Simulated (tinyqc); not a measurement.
Stretching all distances: RHF, UHF, MP2, CISD and CCSD against full CI in the sto-3g basis, for H3+, spin multiplicity 1. Computed by the program tinyqc with PySCF. 

Geometry (angstrom):
```
atom       x       y        z
H     0.0000  0.0000   0.0000
H     0.0000  0.0000   0.7970
H     0.0000  0.0000  -0.7970
```

All coordinates are multiplied by the scale. c0^2 is the weight of the RHF determinant in the lowest singlet FCI state (UHF is spin-contaminated and may lie near states of higher spin) and n(LUMO) the first natural occupation beyond the occupied space.

Full CI energy (hartree) and errors against it (kcal/mol):
```
scale  distance 1-2 (angstrom)    E(FCI)     RHF     UHF     MP2   CISD   CCSD  <S^2> UHF   c0^2  n(LUMO)
0.860                    0.685  -1.18951  14.116  14.116   4.430  0.000  0.000      0.000  0.984    0.030
1.170                    0.932  -1.23291  20.554  20.554   6.727  0.000  0.000      0.000  0.967    0.058
1.480                    1.180  -1.18773  28.436  24.507   9.175  0.000  0.000      0.345  0.942    0.096
1.780                    1.419  -1.12638  38.575  20.913  11.852  0.000  0.000      0.638  0.905    0.146
2.090                    1.666  -1.06870  51.993  16.118  14.348  0.000  0.000      0.805  0.852    0.211
2.400                    1.913  -1.02453  67.248  12.468  14.819  0.000  0.000      0.896  0.794    0.280
2.710                    2.160  -0.99343  82.404   9.801  11.186  0.000  0.000      0.952  0.743    0.342
```

UHF parts from RHF first at scale 1.48 of those listed, where <S^2> leaves zero. The weight c0^2 goes from 0.98 to 0.74 and n(LUMO) from 0.03 to 0.34: static correlation grows as the bonds break into open-shell fragments. The spread of the error along the curve, which distorts its shape, is CISD 0.0, CCSD 0.0, MP2 10.4, UHF 14.7, RHF 68.3 kcal/mol. With two electrons CISD and CCSD are exact.
